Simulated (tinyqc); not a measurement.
Empirical pseudopotential in a few plane waves, step by step. Computed by tinyqc, a small Python program that keeps every step. Settings: plane-wave index or count = 15. Command: `OMP_NUM_THREADS=1 python tinyqc.py 29687 29688 out.jsonl` (the two numbers bound the seeds that draw the settings). One thread of a shared host (Intel(R) Xeon(R) Processor @ 2.60GHz), about 0.2 s of CPU time with the checks.

## Bloch Hamiltonian at G

Parameters chosen for this model: fcc lattice, atoms at +/- a/8 (1,1,1); form factors in rydberg at |G|^2 in units of (2 pi/a)^2:
```
parameter                 value      unit
a                      5.870000  angstrom
VS(3)                 -0.201000        Ry
VS(8)                  0.054000        Ry
VS(11)                 0.068000        Ry
VA(3)                         0        Ry
VA(4)                         0        Ry
VA(11)                        0        Ry
hbar^2/2m (2 pi/a)^2   4.365223        eV
```

k point G (2 pi / a): [0, 0, 0]

Basis: the 15 shortest G (labels in 2 pi/a), the same at every k. H(G,G') = c |k + G|^2 delta + VS(|G-G'|^2) cos((G-G').tau) + i VA sin((G-G').tau), tau = a/8 (1,1,1); 1 Ry = 13.605693 eV.

H(k) at G (eV), order +0+0+0, -1-1-1, -1-1+1, -1+1-1, -1+1+1, +1-1-1, +1-1+1, +1+1-1, +1+1+1, -2+0+0, +0-2+0, +0+0-2, +0+0+2, +0+2+0, +2+0+0:
```
[[0.000000, 1.933756, -1.933756, -1.933756, -1.933756, -1.933756, -1.933756, -1.933756, 1.933756, 0.000000, 0.000000, 0.000000, 0.000000, 0.000000, 0.000000],
 [1.933756, 13.095670, 0.000000, 0.000000, -0.734707, 0.000000, -0.734707, -0.734707, 0.000000, -1.933756, -1.933756, -1.933756, -0.654206, -0.654206, -0.654206],
 [-1.933756, 0.000000, 13.095670, 0.734707, 0.000000, 0.734707, 0.000000, 0.000000, -0.734707, -1.933756, -1.933756, 0.654206, 1.933756, -0.654206, -0.654206],
 [-1.933756, 0.000000, 0.734707, 13.095670, 0.000000, 0.734707, 0.000000, 0.000000, -0.734707, -1.933756, 0.654206, -1.933756, -0.654206, 1.933756, -0.654206],
 [-1.933756, -0.734707, 0.000000, 0.000000, 13.095670, 0.000000, 0.734707, 0.734707, 0.000000, 1.933756, -0.654206, -0.654206, -1.933756, -1.933756, 0.654206],
 [-1.933756, 0.000000, 0.734707, 0.734707, 0.000000, 13.095670, 0.000000, 0.000000, -0.734707, 0.654206, -1.933756, -1.933756, -0.654206, -0.654206, 1.933756],
 [-1.933756, -0.734707, 0.000000, 0.000000, 0.734707, 0.000000, 13.095670, 0.734707, 0.000000, -0.654206, 1.933756, -0.654206, -1.933756, 0.654206, -1.933756],
 [-1.933756, -0.734707, 0.000000, 0.000000, 0.734707, 0.000000, 0.734707, 13.095670, 0.000000, -0.654206, -0.654206, 1.933756, 0.654206, -1.933756, -1.933756],
 [1.933756, 0.000000, -0.734707, -0.734707, 0.000000, -0.734707, 0.000000, 0.000000, 13.095670, -0.654206, -0.654206, -0.654206, -1.933756, -1.933756, -1.933756],
 [0.000000, -1.933756, -1.933756, -1.933756, 1.933756, 0.654206, -0.654206, -0.654206, -0.654206, 17.460893, 0.734707, 0.734707, -0.734707, -0.734707, 0.000000],
 [0.000000, -1.933756, -1.933756, 0.654206, -0.654206, -1.933756, 1.933756, -0.654206, -0.654206, 0.734707, 17.460893, 0.734707, -0.734707, 0.000000, -0.734707],
 [0.000000, -1.933756, 0.654206, -1.933756, -0.654206, -1.933756, -0.654206, 1.933756, -0.654206, 0.734707, 0.734707, 17.460893, 0.000000, -0.734707, -0.734707],
 [0.000000, -0.654206, 1.933756, -0.654206, -1.933756, -0.654206, -1.933756, 0.654206, -1.933756, -0.734707, -0.734707, 0.000000, 17.460893, 0.734707, 0.734707],
 [0.000000, -0.654206, -0.654206, 1.933756, -1.933756, -0.654206, 0.654206, -1.933756, -1.933756, -0.734707, 0.000000, -0.734707, 0.734707, 17.460893, 0.734707],
 [0.000000, -0.654206, -0.654206, -0.654206, 0.654206, 1.933756, -1.933756, -1.933756, -1.933756, 0.000000, -0.734707, -0.734707, 0.734707, 0.734707, 17.460893]]
```

## Levels at G

Diagonalise the Hermitian matrix.

eigenvalues (eV): [-1.754157, 9.140961, 9.140961, 9.140961, 12.360962, 12.360962, 12.360962, 12.736118, 15.991478, 15.991478, 17.053949, 20.680895, 20.680895, 20.680895, 22.963397]

## Bands along a path

The same steps at evenly spaced points between the labelled ones.

Bands along the path (eV), lowest eight:
```
k            band 1    band 2    band 3    band 4     band 5     band 6     band 7     band 8
L          0.423493  3.074840  8.246672  8.246672  11.404945  13.191064  13.191064  17.261644
L-G 0.20  -0.077468  3.729735  8.258811  8.258811  11.423631  13.128356  13.128356  17.398361
L-G 0.40  -0.751674  5.010711  8.418812  8.418812  11.610086  13.182018  13.182018  16.516335
L-G 0.60  -1.297310  6.572587  8.692949  8.692949  11.929829  13.045526  13.045526  15.436482
L-G 0.80  -1.638679  8.195379  8.994660  8.994660  12.278876  12.607030  12.607030  13.646781
G         -1.754157  9.140961  9.140961  9.140961  12.360962  12.360962  12.360962  12.736118
G-X 0.20  -1.599876  8.288923  8.727512  8.727512  12.025187  13.020317  13.020317  13.522503
G-X 0.40  -1.139272  6.726058  8.006890  8.006890  11.407775  13.336753  14.467072  14.467072
G-X 0.60  -0.379494  5.088670  7.415673  7.415673  10.929730  12.150976  16.238906  16.238906
G-X 0.80   0.666133  3.527430  7.079998  7.079998  10.757193  11.251221  18.194791  18.194791
X          1.976097  2.119240  7.042753  7.042753  10.769628  10.965691  20.310750  20.310750
```

With 4 band(s) filled, the highest filled level on these points lies at G and the lowest empty one at G-X 0.80: a gap of 1.6162 eV, indirect. This holds for the small fixed basis; with all plane waves up to |k + G|^2 = 21 (2 pi/a)^2 the gap along the path is 1.32 eV.

## Convergence with the number of plane waves

Levels at G counted from the fourth one.

Levels (eV):
```
plane waves     level 1   level 5   level 8
9            -14.115119         0  2.938830
15           -10.895118  3.220002  3.595157
27           -10.406467  3.198499  4.180768
51           -10.612060  3.256332  4.207214
59           -10.659331  3.087911  4.163912
65           -10.670528  3.041216  4.163912
89           -10.616919  3.083015  4.136060
```
